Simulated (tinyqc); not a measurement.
# Frequency dispersion of an accumulation capacitance by border traps, distributed model, step by step

Program tinyqc, `OMP_NUM_THREADS=1 python tinyqc.py 2202094 2202095 out.jsonl`; Intel Xeon 2.30GHz, shared host, one thread, about 0.6 s. Printed values are rounded.

Traps spread evenly through the insulator exchange electrons with the semiconductor by tunnelling, with tau(x) = t0 exp(2 ka x) at depth x from the interface. The admittance per area Y seen at depth x obeys dY/dx = -Y^2/(i w eps0 eox) + q Nb ln(1 + i w tau)/tau, with Y(0) = i w Cs and w = 2 pi f; the gate sees Y(tox) = G + i w C. Working variable y = Y/(i w), in uF/cm^2. Cox = eps0 eox/tox.

Parameters, values chosen for the exercise; permittivity close to that of aluminium oxide: relative permittivity of the insulator eox = 8.31; insulator thickness tox = 11 nm; semiconductor capacitance in accumulation Cs = 4.5 uF/cm^2; density of border traps Nb = 3.6e18 cm^-3 eV^-1; decay constant of the wave function in the insulator ka = 3.7 1/nm; time constant of a trap at the interface t0 = 5e-9 s; frequency f = 100 Hz; depth down to which the steps are taken xe = 2.4 nm.

Constants: q = 1.602176634e-19 C, eps0 = 8.8541878128e-14 F/cm where lengths are in cm. Results are converted to the units shown.

## Scales and lumped estimate

Cox; trap-free value 1/(1/Cox + 1/Cs); response depth d = ln(1/(w t0))/(2 ka), where w tau = 1; lumped estimate: all traps within d act as C_bt = q Nb d placed at d/2, so C = 1/{1/[1/(1/Cs + d/(2 eps0 eox)) + C_bt] + (tox - d/2)/(eps0 eox)}.

Cox = 0.6688936 uF/cm^2
trap-free C = 0.5823338 uF/cm^2
d = 1.712268 nm
C_bt = 0.09876079 uF/cm^2
lumped C = 0.5860727 uF/cm^2

The traps within reach amount to 0.0219 Cs and lie in the first 15.6 % of the insulator.

## Midpoint steps through the active depth

In terms of y: dy/dx = -y^2/(eps0 eox) + s(x), s = q Nb ln(1 + z)/z, z = i w tau. 9 midpoint steps of h = xe/9: y_half = y + (h/2) y'(x, y), y(new) = y + h y'(x + h/2, y_half).

```
point	x (nm)	s (uF/(cm^2 nm))	y (uF/cm^2)
0	0	0.05767836-0.00000009i	4.500000+0.000000i
1	0.2666667	0.05767836-0.00000065i	3.893977+0.000000i
2	0.5333333	0.05767836-0.00000469i	3.432611+0.000000i
3	0.8	0.05767833-0.00003374i	3.070630-0.000004i
4	1.066667	0.05767700-0.00024274i	2.779641-0.000026i
5	1.333333	0.05760800-0.00174332i	2.541020-0.000189i
6	1.6	0.05439501-0.01150504i	2.341960-0.001351i
7	1.866667	0.02322026-0.02191409i	2.169870-0.006566i
8	2.133333	0.00390385-0.00797112i	2.014575-0.009116i
9	2.4	0.00055617-0.00180903i	1.878353-0.008820i
```

## Capacitance and conductance at the gate

y at xe = 1.878353-0.008820i uF/cm^2

Beyond xe the traps are ignored, so 1/y(tox) = 1/y(xe) + (tox - xe)/(eps0 eox); C = Re y, G/w = -Im y, loss tangent G/(w C).

y at the gate = 0.5878217-0.0008638i uF/cm^2
C = 0.5878217 uF/cm^2
G/w = 8.637809e-4 uF/cm^2
loss tangent = 0.001469461

A fine integration over the whole insulator gives C = 0.58683 and G/w = 8.980e-4 uF/cm^2; the coarse G/w is 3.8 % below that. The fine C is 0.77 % above the trap-free value, and the lumped estimate is 0.13 % below the fine result.
